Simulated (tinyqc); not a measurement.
# Floating body of a partially depleted SOI transistor: body voltage and kink: two studies

Source at 0 V. Channel current Ic = 2 nf K Vt^2 [F(0) - F(Vd)](1 + la Vd), F(V) = ln^2(1 + exp((Vg - VT - nf V)/(2 nf Vt))), VT = VT0 - gb Vb. Saturation voltage Vs = 2 Vt sqrt(F(0)) + 3 Vt, excess Ve = (Vd - Vs + sqrt((Vd - Vs)^2 + 0.0004 V^2))/2, multiplication M1 = Ai Ve exp(-Bl/Ve). Each junction passes D(v) = J1 (exp(v/Vt) - 1) + J2 (exp(v/(2 Vt)) - 1). Bipolar current Ib = bb J1 (exp(Vb/Vt) - 1). The body settles where M1 (Ic + Ib) = D(Vb) + D(Vb - Vd) + Vb/Rb; drain current Id = (1 + M1)(Ic + Ib) - D(Vb - Vd).

Values chosen for this exercise; values of the order met in partially depleted silicon-on-insulator transistors:
```
symbol,value,unit,meaning
T,330,K,temperature
VT0,0.43,V,threshold at zero body voltage
gb,0.25,,fall of the threshold per volt of body voltage
nf,1.31,,slope factor
K,250,uA/(V^2 um),gain factor per width
la,0.1,1/V,channel-length modulation factor
Ai,3.89,1/V,impact-ionisation prefactor
Bl,6.8,V,impact-ionisation voltage
J1,1.1e-11,uA/um,diffusion saturation current of each junction
J2,3.5e-9,uA/um,recombination saturation current of each junction
bb,0,,gain of the lateral bipolar transistor on the diffusion current
Rb,1e9,kohm um,"resistance of a weak body tie to the source (1e9 stands for no tie, and the term is then dropped)"
Vg,1,V,gate voltage
Vd,2.1,V,drain voltage
```

Constants: q = 1.602176634e-19 C, kB = 1.380649e-23 J/K, Vt = kB T/q. Results are converted to the units shown.

Each table varies one quantity; the others keep the values above.

## Output curve and kink

Rows with more than one solution for Vb (latch) are left out; dId/dVd by a forward difference over 1e-4 V, swing = 1e-4 V over the change of log10 Id; M1 under 1e-12 is printed as 0.

Result of one run:
```
Vd (V)  Vb (V)        M1  Id, floating (uA/um)  Id, grounded (uA/um)  ratio  dId/dVd, floating (uS/um)  dId/dVd, grounded (uS/um)
1.2     0.5193  1.853e-5                 52.34                 34.73  1.507                      26.29                      3.168
```

What becomes of these results when the drain voltage Vd is changed from 1.2 to 1.6 V, all else the same?

Result of the changed run:
```
Vd (V)  Vb (V)        M1  Id, floating (uA/um)  Id, grounded (uA/um)  ratio  dId/dVd, floating (uS/um)  dId/dVd, grounded (uS/um)
1.6     0.6681  0.002932                 60.30                 36.24  1.664                      16.43                      5.003
```

The whole series:
```
Vd (V)  Vb (V)        M1  Id, floating (uA/um)  Id, grounded (uA/um)  ratio  dId/dVd, floating (uS/um)  dId/dVd, grounded (uS/um)
1.2     0.5193  1.853e-5                 52.34                 34.73  1.507                      26.29                      3.168
1.4     0.6098  4.016e-4                 56.80                 35.40  1.605                      19.20                      3.633
1.6     0.6681  0.002932                 60.30                 36.24  1.664                      16.43                      5.003
1.8     0.7088   0.01169                 63.60                 37.48  1.697                      17.05                      7.600
2       0.7388   0.03240                 67.33                 39.37  1.710                      20.80                      11.46
2.2     0.7620   0.07095                 72.11                 42.14  1.711                      27.37                      16.42
```

Vb rises from 0.519 to 0.762 V and the ratio of the currents rises from 1.51 to 1.71. The output conductance with a floating body exceeds the grounded value by the largest factor among the rows, 8.30, at Vd = 1.2 V, where Vb = 0.519 V and M1 = 1.85e-5.

## Transfer curve and swing

Same model as above.

Transfer curve and swing:
columns A: Vg (V); B: Vb (V); C: M1; D: Id, floating (uA/um); E: Id, grounded (uA/um); F: ratio; G: swing, floating (mV/decade); H: swing, grounded (mV/decade)
```
A           B        C         D         E      F      G      H
-0.02  0.3899   0.2679  6.256e-5  4.604e-6  13.59  67.47  85.95
0.08   0.4909   0.2666  0.001737  6.693e-5  25.95  71.05  86.18
0.18   0.5799   0.2610   0.03858  9.553e-4  40.39  79.48  87.30
0.28   0.6506   0.2430    0.4866   0.01273  38.23  109.1  91.42
0.38   0.6952   0.2114     2.616    0.1371  19.08  176.9  105.3
0.48   0.7205   0.1762     7.400    0.9290  7.965  277.9  142.4
0.58   0.7351   0.1434     14.78     3.526  4.192  396.6  213.3
0.68   0.7438   0.1147     24.49     8.614  2.843  522.3  312.3
0.78   0.7488  0.09014     36.33     16.17  2.247  649.6  427.0
```

What does the comparison show?

Vb rises from 0.390 to 0.749 V. The smallest swing among the rows is 67.5 mV a decade with a floating body (at Vg = -0.02 V) and 85.9 with a grounded one; Vt ln 10 = 65.5. The floating swing is smaller by more than 3 % for Vg = -0.02, 0.08, 0.18 V, where the rising Vb lowers the threshold as Vg rises. In the first row the floating body raises the current by a factor of 13.6.

Range of the model: The multiplication law is an empirical form chosen for the exercise; self-heating and capacitive coupling to the body are left out, and the linear laws are rough once Vb passes about 0.7 V or M1 about 0.1.

tinyqc, about 0.2 s, one thread, Intel Xeon 2.30GHz (shared host): `OMP_NUM_THREADS=1 python tinyqc.py 2182235 2182236 out.jsonl`
